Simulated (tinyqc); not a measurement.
Rapid thermal processing of a wafer: radiative balance, ramp and cooling, pattern effects, pyrometer error and spike budget: one step, computed by the program tinyqc. Command: `OMP_NUM_THREADS=1 python tinyqc.py 3110169 3110170 out.jsonl rtp walk`. One thread of a shared host (Intel(R) Xeon(R) Processor @ 2.30GHz), about 0.04 s of CPU time with the checks.

The wafer is opaque and uniform through its thickness unless said otherwise; temperatures in formulas are in kelvin (C + 273.15). sigma = 5.670374419e-12 W/(cm^2 K^4).

Problem. Pattern effect. At steady state a sinusoidal change of absorbed power of relative amplitude a and period p gives the temperature amplitude a q/(dq/dT + k d (2 pi/p)^2); healing length l = sqrt(k d/(dq/dT)); process change = E_a dT/(k_B T^2). Emissivity is taken as unchanged.

Inputs (values chosen for the exercise, modelled on a hot silicon wafer):
```
quantity                                        value        unit
wafer thickness d                                 625  micrometre
thermal conductivity k                           0.29    W/(cm K)
wall temperature T_w                              350           K
process temperature                               801           C
relative change of absorptivity over a pattern     14           %
period of the pattern                              23          mm
activation energy of the process E_a             3.46          eV
```

dq/dT = 25.98922 mW/(cm^2 K)

holding power q = 7.239803 W/cm^2

Constants: k_B = 8.617333262e-05 eV/K.

Give: healing length l; amplitude without lateral conduction; amplitude; change of the process rate.

Solution.

healing length l = 8.3511 mm

amplitude without lateral conduction = 39.000 K

amplitude = 6.2856 K

change of the process rate = 21.874 %

Lateral conduction cuts the amplitude to 16 %, since p/(2 pi l) = 0.44.
